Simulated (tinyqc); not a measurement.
# From C_s back to frozen fraction g

Model: crystal pulling from the melt: segregation, interface stability, heat balance and point-defect regime. Computed by tinyqc, a small Python program. Command: `OMP_NUM_THREADS=1 python tinyqc.py 3031502 3031503 out.jsonl pull inv`. One thread of a shared host (Intel(R) Xeon(R) Processor @ 2.30GHz), about 0.01 s of CPU time with the checks.

A dilute solute; steady pulling with a flat interface unless it is found unstable.

Inputs (values chosen for the exercise, for a model semiconductor):
```
quantity                         value    unit
equilibrium coefficient k0       0.022       -
initial melt concentration C0  9.7e+19  1/cm^3
diffusivity in the melt D      0.00018  cm^2/s
kinematic viscosity nu          0.0026  cm^2/s
crystal rotation                     8     rpm
pull rate V                        0.7  mm/min
evaporation number beta           0.48       -
```

Loss from the melt surface: evaporation.

Method. delta = 1.61 D^(1/3) nu^(1/6) omega^(-1/2), omega = 2 pi rpm/60; k_eff = k0/[k0 + (1 - k0) exp(-V delta/D)] (Burton, Prim and Slichter); the melt at the interface is enriched by k_eff/k0. Axial profile: C_s = k_eff C0 (1 - g)^(k_eff - 1 + beta), where beta, the evaporation velocity times the free melt area over the volume growth rate, is taken constant; bulk melt C_L = C_s/k_eff. Usable fraction: the g at which C_s has changed by 30 % from its first value (0.99 at most).

Question. A run gave the result below. Find the frozen fraction g, known to lie between 0.26 and 0.71.

C_s = 3.650694e+18 1/cm^3

Answer.

Each step takes the trial c = (a f_b - b f_a)/(f_b - f_a), f being the result less the target and a, b, c the logarithms of the listed values; c replaces end b, the old b replaces a if the sign of f changed, and otherwise f_a is halved.

Scan of the range:
```
frozen fraction g  C_s (1/cm^3)
0.260               3.12365e+18
0.307               3.22619e+18
0.363               3.36282e+18
0.430               3.55190e+18
0.508               3.81873e+18
0.601               4.23359e+18
0.710               4.95359e+18
```

False position (Illinois rule, in the logarithm of the input) inside the bracket:
```
step     end a     end b     trial  C_s (1/cm^3)
1     0.430000  0.508000  0.457375   3.63900e+18
2     0.508000  0.457375  0.460509   3.64939e+18
3     0.508000  0.460509  0.461199   3.65169e+18
4     0.460509  0.461199  0.460900   3.65069e+18
5     0.461199  0.460900  0.460900   3.65069e+18
```

C_s rises at every point of a 13-point scan of the range (every second point is shown), so one value fits; it is bracketed by 0.430 and 0.508. Answer: frozen fraction g = 0.4609.
